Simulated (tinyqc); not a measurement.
Inside a calculation. Model: metal gate on a two-layer dielectric stack with fixed charge and a dipole.

Program tinyqc, `OMP_NUM_THREADS=1 python tinyqc.py 2010161 2010162 out.jsonl`; Intel Xeon 2.30GHz, shared host, one thread, about 0.01 s. Printed values are rounded.

Gate, layer 2, layer 1, p-type semiconductor; x runs from the gate inwards. Charges are counted in units of +q. psi is the band bending at the surface, positive towards inversion. Classical charge, Boltzmann statistics, no interface traps.

Parameters, values chosen for the exercise; band and dielectric values close to those of silicon, layer 1 close to silicon dioxide, layer 2 close to aluminium oxide:

| symbol | value | unit | meaning |
|---|---|---|---|
| T | 300 | K | temperature |
| Eg | 1.13 | eV | band gap |
| eps_r | 11.7 |  | relative permittivity |
| Nc | 2.83e19 | cm^-3 | conduction-band density of states at T |
| Nv | 2.63e19 | cm^-3 | valence-band density of states at T |
| chi | 3.99 | eV | electron affinity |
| Na | 1.4e18 | cm^-3 | acceptor density |
| pM | 5.09 | eV | work function of the gate metal |
| t1 | 1.6 | nm | thickness of layer 1, next to the semiconductor |
| e1 | 3.78 |  | relative permittivity of layer 1 |
| t2 | 2.9 | nm | thickness of layer 2, next to the gate |
| e2 | 9.22 |  | relative permittivity of layer 2 |
| Q1 | 9.9e11 | cm^-2 | fixed charge at the semiconductor interface |
| Q2 | 2.3e11 | cm^-2 | fixed charge between the layers |
| r1 | 0 | cm^-3 | uniform charge density in layer 1 |
| r2 | 0 | cm^-3 | uniform charge density in layer 2 |
| Vd | 0 | V | flat-band shift by a dipole layer between the layers |
| ps | 0.52 | V | band bending psi of the working point |

Constants: q = 1.602176634e-19 C, kB = 1.380649e-23 J/K, Vt = kB T/q, eps0 = 8.8541878128e-14 F/cm where lengths are in cm. Results are converted to the units shown.

## Equivalent thickness and work-function difference

EOT = 3.9 (t1/e1 + t2/e2), Cox = eps0/(t1/e1 + t2/e2); phi_ms = pM - (chi + Eg - Vt ln(Nv/Na)).

EOT = 2.87747 nm
Cox = 1.20006 uF/cm^2
share of layer 1 in the EOT = 57.3695 %
phi_ms = 0.0458264 V

## Flat-band voltage, term by term

EOT = 3.9 (t1/e1 + t2/e2), Cox = eps0/(t1/e1 + t2/e2); phi_ms = pM - (chi + Eg - Vt ln(Nv/Na)). Vfb = phi_ms + Vd - (q/eps0) [Q1 (t1/e1 + t2/e2) + Q2 t2/e2 + r1 (t1^2/(2 e1) + t1 t2/e2) + r2 t2^2/(2 e2)]: each charge counts with its electrical distance from the gate.

terms (V): phi_ms 0.045826, dipole 0.000000, Q1 -0.132173, Q2 -0.013091, r1 0.000000, r2 0.000000
Vfb = -0.0994374 V

Apart from phi_ms the largest term is that of Q1, -132 mV; all charges and the dipole together move Vfb by -145 mV.

## Threshold voltage

ni = sqrt(Nc Nv) exp(-Eg/(2 Vt)), Eg in volts, pB = Vt ln(Na/ni), Vth = Vfb + 2 pB + sqrt(4 q eps0 eps_r Na pB)/Cox.

ni = 8.79607e9 cm^-3
pB = 0.488226 V
depletion charge = 0.673639 uC/cm^2
Vth = 1.43835 V

## Charge in the semiconductor

ni = sqrt(Nc Nv) exp(-Eg/(2 Vt)), Eg in volts. Qs = -sign(psi) sqrt(2 q eps0 eps_r Na Vt [exp(-u) + u - 1 + (ni/Na)^2 (exp(u) - u - 1)]), u = psi/Vt.

Qs = -0.479215 uC/cm^2

The surface is depleted or weakly inverted.

## Fields and voltage drops

Gauss: D = -Qs just inside the semiconductor; going towards the gate subtract q Q1, then q r1 t1, q Q2 and q r2 t2. Field = D/(eps0 e); the drop over a layer is its mean field times its thickness; Vg = phi_ms + Vd + psi + both drops.

```
place,D (uC/cm^2),field (MV/cm)
"layer 2, gate side",0.283749,0.347580
"layer 2, inner side",0.283749,0.347580
"layer 1, outer side",0.320599,0.957904
"layer 1, semiconductor side",0.320599,0.957904
semiconductor surface,0.479215,0.462589
```

drop over layer 2 = 0.100798 V
drop over layer 1 = 0.153265 V
Vg = 0.819889 V

The same Vg follows from Vfb + psi - Qs/Cox. The largest field, 0.958 MV/cm in size, is at: layer 1, outer side.
